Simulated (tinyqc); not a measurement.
# Collinear exchange A + BC -> AB + C on a London-Eyring-Polanyi-Sato surface: saddle, string of images and rate, step by step

A worked calculation. Computed by tinyqc, a small Python program that keeps every step. Command: `OMP_NUM_THREADS=1 python tinyqc.py 3114305 3114306 out.jsonl leps walk`. One thread of a shared host (Intel(R) Xeon(R) Processor @ 2.30GHz), about 0.04 s of CPU time with the checks. Intermediate numbers are printed to about 6 digits and carried at full precision; extremes and crossings named in words are read from the listed rows.

x = r(AB), y = r(BC), r(AC) = x + y. V is counted from separated atoms, the barrier from A + BC, that is V + D(BC).

Inputs (values chosen for the exercise, bond data loosely for abstraction of hydrogen from a Ge-H bond by a hydrogen atom; the barrier is not fitted): D(AB) = 4.71 eV; r0(AB) = 0.742 angstrom; beta(AB) = 1.94 1/angstrom; D(BC) = 3.74 eV; r0(BC) = 1.53 angstrom; beta(BC) = 1.45 1/angstrom; D(AC) = 3.8 eV; r0(AC) = 1.53 angstrom; beta(AC) = 1.45 1/angstrom; Sato parameter S = 0.16; mass of A = 1.008 u; mass of B = 1.008 u; mass of C = 72.6 u; temperature T = 300 K; step of the string = 0.02 angstrom^2/eV.

Constants: nu for 1 eV/(angstrom^2 u) = 15.6333042 THz; h x 1 THz = 4.135667696 meV; k_B = 1.380649e-23 J/K; u = 1.6605390666e-27 kg; k_B = 8.617333262e-05 eV/K.

## One point of the surface

For each pair, with u = exp(-beta (r - r0)): Q = D [(3 + S) u^2 - (2 + 6 S) u]/(4 (1 + S)), J = D [(1 + 3 S) u^2 - (6 + 2 S) u]/(4 (1 + S)); V = Q1 + Q2 + Q3 - sqrt(((J1 - J2)^2 + (J2 - J3)^2 + (J3 - J1)^2)/2). Take x = r0(AB) + 0.3 and y = r0(BC) + 0.1 angstrom.

Pair terms:
```
pair         u     Q (eV)    J (eV)
AB    0.558780  -0.677394  -3.11569
BC    0.865022  -0.157945  -3.51392
AC    0.190920  -0.368485  -0.94400
```

V = -3.59958 eV

## Relaxing the string

String of 9 images between the fixed ends (r0(AB) + 2, r0(BC)) and (r0(AB), r0(BC) + 2), started on the two straight legs through (r0(AB) + 0.3, r0(BC) + 0.3): each iteration moves the inner images by -step x gradient (central differences) and spaces them evenly again along the broken line (coordinates are kept between 0.2 and 8 angstrom); stop when no coordinate changes by more than 1e-5 angstrom, at most 400 iterations.

Course:
```
iteration  highest inner image above A + BC (eV)  largest move (angstrom)
1                                       0.281435              6.36148e-02
2                                       0.245151              5.17285e-02
3                                       0.218480              3.59431e-02
4                                       0.199283              2.15685e-02
5                                       0.185705              1.58903e-02
6                                       0.176361              1.32102e-02
7                                       0.170134              1.07559e-02
...                                          ...                      ...
31                                      0.159740              3.83009e-05
32                                      0.159741              3.04094e-05
33                                      0.159742              2.41350e-05
34                                      0.159743              1.91491e-05
35                                      0.159744              1.51890e-05
36                                      0.159744              1.20449e-05
37                                      0.159745              9.54967e-06
```

Images at the end:
```
image  x (angstrom)  y (angstrom)  V + D(BC) (eV)
0           2.74200       1.53000        0.008889
1           2.28927       1.53164        0.022935
2           1.83659       1.53778        0.063074
3           1.38620       1.58040        0.159745
4           0.98001       1.78032       -0.048196
5           0.76978       2.17360       -0.682334
6           0.74668       2.62456       -0.870448
7           0.74328       3.07727       -0.932036
8           0.74200       3.53000       -0.954023
```

last move = 9.54967e-06 angstrom

Converged in 37 iterations.

## Saddle by Newton steps

From the highest inner image, z -> z - H^-1 g with gradient g and Hessian H by central differences, steps capped at 0.15 angstrom, 12 steps.

The first seven points:
```
step        x        y  V + D(BC) (eV)  |g| (eV/angstrom)
0     1.38620  1.58040        0.159745        2.48287e-01
1     1.23855  1.60680        0.183573        1.03849e-01
2     1.23508  1.61761        0.183160        3.60915e-03
3     1.23582  1.61762        0.183160        4.51463e-06
4     1.23583  1.61762        0.183160                  0
5     1.23583  1.61762        0.183160                  0
6     1.23583  1.61762        0.183160                  0
```

saddle (x, y) (angstrom): [1.23583, 1.61762]

barrier = 0.183160 eV

Hessian (eV/angstrom^2), rows x, y:
$$\begin{pmatrix}
-1.33232 & 4.46291 \\
4.46291 & 9.15886
\end{pmatrix}$$

The highest image lies 23.4 meV below the saddle. Stretches at the saddle: AB 0.494, BC 0.088 angstrom, for a reaction energy D(BC) - D(AB) = -0.97 eV: an early barrier for an exothermic step.

## Frequencies at the saddle

Wilson matrix G = [[1/m_A + 1/m_B, -1/m_B], [-1/m_B, 1/m_B + 1/m_C]]; eigenvalues lambda of G H give nu = 15.6333042 THz x sqrt(|lambda|), the negative one being imaginary. Reactant: nu_BC from k = 2 D beta^2 and 1/m_B + 1/m_C. Skew angle: cos = sqrt(m_A m_C/((m_A + m_B)(m_B + m_C))).

imaginary frequency = 41.2333 THz

real frequency at the saddle = 33.7854 THz

nu_BC = 62.1775 THz

skew angle = 45.3923 degrees

## Transition-state rate

One-dimensional rate constant without tunnelling, k = sqrt(k_B T/(2 pi mu)) [sinh(h nu_BC/(2 k_B T))/sinh(h nu_s/(2 k_B T))] exp(-barrier/(k_B T)) with mu = m_A (m_B + m_C)/(m_A + m_B + m_C); Wigner factor 1 + (h nu_i/(k_B T))^2/24; adiabatic barrier = barrier + h (nu_s - nu_BC)/2.

adiabatic barrier = 0.124450 eV

rate constant k = 515.093 cm/s

Wigner factor = 2.81296

Caution: the Wigner factor exceeds 2 at T: tunnelling, left out of k, is large and needs a better treatment than this factor.

## Rate against temperature

The formulas are those given above.

Rates; the last column is k_B T^2 d ln k/dT:
```
T (K)  k (cm/s)  Wigner factor  activation energy (eV)
300         515        2.81296                0.137995
400        2007        2.01979                0.144005
550        6507        1.53939                0.154743
750       16152        1.29007                0.170037
1000      32205        1.16317                0.188247
1400      62513        1.08325                0.214122
2000     110576        1.04079                0.247826
```

The activation energy goes from 0.138 eV at 300 K, near the adiabatic barrier plus k_B T/2 (0.137), to 0.248 eV at 2000 K; the classical limit is the barrier plus k_B T/2 (0.269).

Checks made by the program: V for A far away against -D(BC) (relative difference below 1e-10).
